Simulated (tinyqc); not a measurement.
# Delay unit and parasitic delay from two ring oscillators

Question. A ring of 51 inverters oscillates at 1/(2 x 51 d), with stage delay d = tau (h + p) for fan-out h. Find tau, p and the delay at fan-out 4.

frequencies of 51-stage ring oscillators with fan-out 2 and 5 (GHz): [0.63894171, 0.30845462]

Solution. d is a straight line in h with slope tau and intercept tau p.

tau = 5.48 ps
p = 0.800
delay at fan-out 4 = 26.3 ps

Computed by the program tinyqc: `OMP_NUM_THREADS=1 python tinyqc.py 2082195 2082196 out.jsonl`, one thread of a shared Intel Xeon 2.30GHz, about 0.01 s for the whole run.
